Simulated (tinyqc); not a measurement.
Depth of the donor: donor near an oxide interface in a gate field (two-state model).

Interface at z = 0 (hard wall), donor at z = d, field F pulling electrons to the interface: potential e F z; 1 kV/cm = 1e-5 eV/angstrom, c = hbar^2/2m0, q = e^2/(4 pi eps0), Q = (eps - eo)/(eps + eo). Donor state: E_D = e F d - ED - q Q/(4 eps d), the last term joining the images of ion and electron. Interface state: z exp(-b z/2) exp(-rho^2/(2 L^2)) with E_z = c b^2/(4 mz) + 3 e F/b + q Q b/(8 eps), minimised over b; in the plane at z = 3/b the ion (distance D = d - 3/b) and its image (D' = d + 3/b) give E_rho = c/(mt L^2) - (q/eps)(sqrt(pi)/L)[erfcx(D/L) + Q erfcx(D'/L)], erfcx(x) = exp(x^2) erfc(x), minimised over L. E_I = E_z + E_rho.

The two states couple by t = t0 exp(-D/aD) with t0 = q/(eps aD) (2 aD/L) sqrt(aD b/2) v, v a valley factor; this form is an estimate. With detuning u = E_D - E_I the splitting is sqrt(u^2 + 4 t^2) and the lower state has weight (1 - u/sqrt(u^2 + 4 t^2))/2 on the donor.

Constants: hbar^2/2m0 = 3.80998211 eV angstrom^2; e^2/(4 pi eps0) = 14.39964547 eV angstrom.

Values chosen for the exercise (near those of a donor in Si below Si3N4, static dielectric constants; the results hold for these values, not for the real material): ED = 31.4 meV (bulk binding energy); mz = 0.909 m0 (mass across the interface); mt = 0.187 m0 (mass in the plane); eps = 11.3 (dielectric constant of the semiconductor); eo = 7.5 (dielectric constant of the oxide); aD = 18.7 angstrom (donor radius); v = 0.6 (valley factor); dl = (60, 80, 105, 135, 170, 215, 270) angstrom (depths).

Critical field, and the coupling, E_rho and L at that field.

Results:

| d (angstrom) | critical field (kV/cm) | e F d/ED | t (meV) | E_rho (meV) | L (angstrom) |
|---|---|---|---|---|---|
| 60 | 87.7 | 1.676 | 5.3 | -19.83 | 54 |
| 80 | 60.9 | 1.550 | 1.7 | -15.19 | 68 |
| 105 | 43.7 | 1.462 | 0.43 | -11.79 | 83 |
| 135 | 32.5 | 1.396 | 0.084 | -9.32 | 100 |
| 170 | 24.9 | 1.346 | 0.013 | -7.50 | 118 |
| 215 | 19.0 | 1.303 | 0.0012 | -6.01 | 140 |
| 270 | 14.7 | 1.266 | 6.6e-05 | -4.85 | 166 |

The critical field falls from 88 to 15 kV/cm, with exponent -1.19 in d, while t drops by a factor 8e+04, about e for each 19 angstrom at the end (aD = 18.7). One lattice plane (1.36 angstrom) of misplacement changes t by 7 % and the critical field by about 1.6 % at 105 angstrom.

Computed by tinyqc, a small Python program: `OMP_NUM_THREADS=1 python tinyqc.py 1281832 1281833 out.jsonl` (the numbers bound the seed that draws the inputs); one thread of a shared host (Intel(R) Xeon(R) Processor @ 2.30GHz), about 0.1 s for the whole set of steps.
